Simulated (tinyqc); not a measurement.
# MOS inversion layer, Poisson-Schroedinger loop: effect of the sheet density of depletion charge

Electrons confined at an insulator interface at z = 0, treated as a hard wall; parabolic valleys, Hartree approximation, no image or exchange terms. The depletion charge lies far deeper than the electrons and gives a uniform field q Nd/(eps0 eps_r); the gate balances all charge. Energies are counted from the band edge at the interface.

Schroedinger equation -(C/mz) psi'' + (V0 + U + dE for set B) psi = E psi, C = hbar^2/(2 m0), psi(0) = 0, on a uniform mesh of 800 nodes with a far wall at 89 nm, 8 levels a set; V0 = q Nd z/(eps0 eps_r); dU/dz = q (Ns - integral of n from 0 to z)/(eps0 eps_r), U(0) = 0; N_k = g md m0 q Vt/(pi hbar^2) ln(1 + exp((EF - E_k)/Vt)), g the number of valleys of the set, sum N_k = Ns. Triangular well: E_k = a_k (C F^2/mz)^(1/3), a_1 = 2.338107, a_2 = 4.087949, C = hbar^2/(2 m0), F in eV/nm. Fang-Howard (all electrons in the lowest level of set A): b^3 = 6 (mz1/C) q (Nd + 11 Ns/32)/(eps0 eps_r), centroid 3/b, level C b^2/(4 mz1) + (3/b) q (Nd + 11 Ns/16)/(eps0 eps_r). The centroid adds 3.9 z_av/eps_r to an oxide-equivalent thickness.

Inputs (values chosen for the exercise); masses and permittivity close to those of silicon (100):
- T = 300 K (temperature)
- eps_r = 11.9 (relative permittivity)
- mz1 = 0.931 m0 (mass along z of valley set A (2 valley(s)))
- md1 = 0.187 m0 (in-plane density-of-states mass of set A)
- mz2 = 0.189 m0 (mass along z of valley set B (4 valley(s)))
- md2 = 0.423 m0 (in-plane density-of-states mass of set B)
- Ns = 7.5e11 cm^-2 (sheet density of electrons)
- dE = 0.1 eV (extra shift of set B (strain))

Constants: q = 1.602176634e-19 C, kB = 1.380649e-23 J/K, hbar = 1.054571817e-34 J s, m0 = 9.1093837015e-31 kg, Vt = kB T/q, eps0 = 8.8541878128e-14 F/cm where lengths are in cm, hbar^2/(2 m0) = 0.0380998212 eV nm^2. Results are converted to the units shown.

Effect of the sheet density of depletion charge:
columns A: Nd (cm^-2); B: A1 (meV); C: B1 (meV); D: EF (meV); E: share of A1 (%); F: share of set A (%); G: centroid z_av (nm); H: added oxide equivalent (nm); I: Fang-Howard centroid (nm)
```
A          B    C       D     E     F     G      H     I
1e11    40.7  162   -22.8  44.4  96.5  6.40   2.10  3.23
1.7e11  42.9  166   -18.5  47.9  96.8  5.54   1.82  3.05
3.1e11  47.4  173   -10.6  54.3  97.2  4.45   1.46  2.77
5.3e11  54.1  184  0.0108  62.7  97.6  3.48   1.14  2.49
9.4e11  65.8  205    16.3  74.0  98.2  2.60  0.853  2.16
1.6e12  83.2  235    37.4  84.7  98.8  2.00  0.657  1.87
2.9e12   113  287    70.4  93.8  99.4  1.55  0.507  1.57
5e12     155  359     114  98.2  99.8  1.26  0.413  1.32
```

What does the table show?

As Nd goes from 1e11 to 5e12, A1 rises from 40.7 to 155 meV, the share of A1 rises from 44.4 to 98.2 % and the centroid falls from 6.40 to 1.26 nm. A1 goes as Nd^(0.58) between the last two rows (a triangular well in the field of that charge alone gives 2/3). The Fang-Howard centroid is 49 % below the full one in the first row, where A1 holds 44.4 %, and 4.8 % above it in the last, where A1 holds 98.2 %. For Nd = 1e11, 1.7e11, 3.1e11 the eighth level of a set still holds over 0.4 % of the electrons, so more levels and a farther wall would raise the centroid.

Program tinyqc, `OMP_NUM_THREADS=1 python tinyqc.py 2160146 2160147 out.jsonl`; Intel Xeon 2.30GHz, shared host, one thread, about 0.9 s.
